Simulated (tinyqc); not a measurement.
# Ferroelectric hysteresis, discrete Preisach model, step by step

Computed by the program tinyqc: `OMP_NUM_THREADS=1 python tinyqc.py 2860136 2860137 out.jsonl`, one thread of a shared Intel Xeon 2.30GHz, about 0.01 s for the whole run. Printed values are rounded.

36 bistable elements (j, k) switch to +1 when V reaches u_j and to -1 when V falls to -u_k, and keep their state between. P = Ps sum w_jk s_jk. All elements start at -1. No time dependence and no dielectric part.

Parameters, values chosen for the exercise: saturation polarisation Ps = 18 uC/cm^2; mean coercive voltage Vc = 1.9 V; spread of the switching voltages sg = 0.76 V; list of the u_j up = [0.3, 0.9, 1.5, 2.1, 2.7, 3.3] V; correlation of up and down voltages cr = 0.5.

## Weights

w_jk is proportional to exp[-(a_j^2 + a_k^2 - 2 cr a_j a_k)/(2 (1 - cr^2))], a_j = (u_j - Vc)/sg, and the weights sum to one.

w:
```
         d=-0.3    d=-0.9    d=-1.5    d=-2.1    d=-2.7    d=-3.3
u=0.3  0.006150  0.012292  0.010702  0.004059  0.000671  0.000048
u=0.9  0.012292  0.037224  0.049105  0.028218  0.007063  0.000770
u=1.5  0.010702  0.049105  0.098149  0.085454  0.032409  0.005354
u=2.1  0.004059  0.028218  0.085454  0.112729  0.064778  0.016215
u=2.7  0.000671  0.007063  0.032409  0.064778  0.056400  0.021390
u=3.3  0.000048  0.000770  0.005354  0.016215  0.021390  0.012292
```

## Step 1: the voltage goes to 1.2 V

states at the start:
```
       d=-0.3  d=-0.9  d=-1.5  d=-2.1  d=-2.7  d=-3.3
u=0.3      -1      -1      -1      -1      -1      -1
u=0.9      -1      -1      -1      -1      -1      -1
u=1.5      -1      -1      -1      -1      -1      -1
u=2.1      -1      -1      -1      -1      -1      -1
u=2.7      -1      -1      -1      -1      -1      -1
u=3.3      -1      -1      -1      -1      -1      -1
```

V = 1.2 V

Rows with u_j <= V turn to +1; columns with V <= -u_k turn to -1; P = Ps sum w s.

states after step 1:
```
       d=-0.3  d=-0.9  d=-1.5  d=-2.1  d=-2.7  d=-3.3
u=0.3       1       1       1       1       1       1
u=0.9       1       1       1       1       1       1
u=1.5      -1      -1      -1      -1      -1      -1
u=2.1      -1      -1      -1      -1      -1      -1
u=2.7      -1      -1      -1      -1      -1      -1
u=3.3      -1      -1      -1      -1      -1      -1
```

P after step 1 = -11.9307 uC/cm^2

## Step 2: the voltage goes to -2.4 V

V = -2.4 V

As before.

states after step 2:
```
       d=-0.3  d=-0.9  d=-1.5  d=-2.1  d=-2.7  d=-3.3
u=0.3      -1      -1      -1      -1       1       1
u=0.9      -1      -1      -1      -1       1       1
u=1.5      -1      -1      -1      -1      -1      -1
u=2.1      -1      -1      -1      -1      -1      -1
u=2.7      -1      -1      -1      -1      -1      -1
u=3.3      -1      -1      -1      -1      -1      -1
```

P after step 2 = -17.6921 uC/cm^2

## Step 3: the voltage goes to 3 V

V = 3 V

As before.

states after step 3:
```
       d=-0.3  d=-0.9  d=-1.5  d=-2.1  d=-2.7  d=-3.3
u=0.3       1       1       1       1       1       1
u=0.9       1       1       1       1       1       1
u=1.5       1       1       1       1       1       1
u=2.1       1       1       1       1       1       1
u=2.7       1       1       1       1       1       1
u=3.3      -1      -1      -1      -1      -1      -1
```

P after step 3 = 15.9815 uC/cm^2

## Step 4: the voltage goes to -3 V

V = -3 V

As before.

states after step 4:
```
       d=-0.3  d=-0.9  d=-1.5  d=-2.1  d=-2.7  d=-3.3
u=0.3      -1      -1      -1      -1      -1       1
u=0.9      -1      -1      -1      -1      -1       1
u=1.5      -1      -1      -1      -1      -1       1
u=2.1      -1      -1      -1      -1      -1       1
u=2.7      -1      -1      -1      -1      -1       1
u=3.3      -1      -1      -1      -1      -1      -1
```

P after step 4 = -16.4240 uC/cm^2
